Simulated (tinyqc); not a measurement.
Modulation-doped quantum well, Poisson-Schroedinger loop: one step of the calculation.

A well of width L centred at z = 0 between barriers Vb; effective-mass electrons, parabolic bands. The electrons come from donor sheets outside the mesh, a share fL of Ns on the left and the rest on the right, so the structure is neutral. Energies are counted from the band edge of the well, with U = 0 on the first node in the Hartree part.

Task. Levels and probability densities. Tridiagonal Hamiltonian with psi = 0 one step beyond both ends: H_ii = C (1/m_(i-1/2) + 1/m_(i+1/2))/hz^2 + V0_i + U_i, H_(i,i+1) = -C/(m_(i+1/2) hz^2), C = hbar^2/(2 m0). The lowest 2 level(s) are kept, normalised to hz sum |psi|^2 = 1.

Values chosen for this exercise:
- hz = 1.9 nm (mesh step)

Constants: q = 1.602176634e-19 C, hbar = 1.054571817e-34 J s, m0 = 9.1093837015e-31 kg, hbar^2/(2 m0) = 0.0380998212 eV nm^2. Results are converted to the units shown.

```
node  fixed potential V0 (eV)  U after round 1 (eV)
1                  0.10692500           0.000000000
2                  0.11053500           0.011770345
3                  0.11414500           0.023450678
4                 -0.01624500           0.034675952
5                 -0.01263500           0.043888860
6                 -0.00902500           0.050005082
7                 -0.00541500           0.052880246
8                 -0.00180500           0.052955912
9                  0.00180500           0.050607704
10                 0.00541500           0.045890768
11                 0.00902500           0.038776805
12                 0.01263500           0.029504009
13                 0.01624500           0.018677223
14                 0.15385500           0.007061243
15                 0.15746500          -0.004698247
16                 0.16107500          -0.016479447
```

mass on the intervals 1/2, 3/2, ... (mean of both at an interface) (m0): 0.0791  0.0791  0.0791  0.0708  0.0625  0.0625  0.0625  0.0625  0.0625  0.0625  0.0625  0.0625  0.0625  0.0708  0.0791  0.0791  0.0791

Wanted: levels; |psi|^2 of E1; |psi|^2 of E2.

Result.

levels (eV): E1 0.05383, E2 0.07699

```
node  |psi|^2 of E1 (1/nm)  |psi|^2 of E2 (1/nm)
1                  0.00043               0.00102
2                  0.00250               0.00505
3                  0.01098               0.01803
4                  0.04526               0.06024
5                  0.06940               0.06680
6                  0.07779               0.04059
7                  0.07461               0.01030
8                  0.06610               0.00026
9                  0.05615               0.01727
10                 0.04616               0.05177
11                 0.03591               0.08353
12                 0.02477               0.09032
13                 0.01309               0.06251
14                 0.00262               0.01494
15                 0.00047               0.00318
16                 0.00006               0.00051
```

tinyqc, about 0.2 s, one thread, Intel Xeon 2.30GHz (shared host): `OMP_NUM_THREADS=1 python tinyqc.py 2140040 2140041 out.jsonl`
